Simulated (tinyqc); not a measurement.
# Transfer-length model of a contact: two studies

A metal contact of length d and width W on a thin layer of the same width. The metal has no resistance, the sheet resistance under it equals Rsh, and current enters the layer at the front edge x = 0.

Parameters, values chosen for the exercise: sheet resistance of the semiconductor layer Rsh = 2700 ohm/sq; specific contact resistivity rc = 2.2e-7 ohm cm^2; contact length d = 0.012 um; contact width W = 9.9 um.

Each table varies one quantity; the others keep the values above.

## Effect of the contact resistivity

Transfer length Lt = sqrt(rc/Rsh); front resistance Rc = (Rsh Lt/W) coth(d/Lt); end resistance Re = (Rsh Lt/W)/sinh(d/Lt).

Effect of the contact resistivity:
```
rc (ohm cm^2)   Lt (um)      d/Lt  Rc W (ohm um)
4.6e-9         0.013053   0.91936         48.570
1.2e-8         0.021082   0.56921         110.57
3e-8           0.033333   0.36000         260.71
7.7e-8         0.053403   0.22471         652.43
2e-7           0.086066   0.13943         1677.5
5e-7            0.13608  0.088182         4177.5
1.3e-6          0.21943  0.054688          10844
3.2e-6          0.34427  0.034857          26677
8.2e-6          0.55109  0.021775          68344
```

Read the table: what changes, and by how much?

Rc W rises from 48.6 to 68300 ohm um, as rc^(0.86) between the first two rows (d/Lt = 0.92) and rc^(1.00) between the last two (d/Lt = 0.022); a long contact gives the power 1/2 and a short one 1. In 1 of the 9 rows Lt is below 20 nm, near the thickness of a real layer, where current spreads in depth and the line model fails.

## Effect of the contact length

Same model as above.

Results:
```
d (um)    d/Lt  Rc W (ohm um)  rc/d (ohm um)    Re/Rc
0.016   0.1773           1389           1375   0.9845
0.023   0.2548          977.1          956.5   0.9684
0.033   0.3656          696.1          666.7   0.9367
0.048   0.5318          500.7          458.3   0.8736
0.1      1.108          303.4          220.0   0.5956
0.15     1.662          261.9          146.7   0.3664
0.22     2.437          247.5          100.0   0.1735
0.32     3.545          244.1          68.75  0.05769
0.47     5.207          243.7          46.81  0.01096
```

Estimate the missing row, d = 0.07 um.

Computed row:
```
d (um)    d/Lt  Rc W (ohm um)  rc/d (ohm um)   Re/Rc
0.07    0.7755          374.9          314.3  0.7598
```

With this row back in the table: Rc W falls from 1390 to 244 ohm um, as d^(-0.97) between the first two rows. It levels off at sqrt(rc Rsh) = 244 ohm um and, among the rows, is within 5 % of that from d = 0.22 um on (Lt = 0.0903 um): metal beyond two transfer lengths lowers Rc by less than 4 %.

Numbers from tinyqc (`OMP_NUM_THREADS=1 python tinyqc.py 2760169 2760170 out.jsonl`; about 0.01 s on one thread of a shared Intel Xeon 2.30GHz).
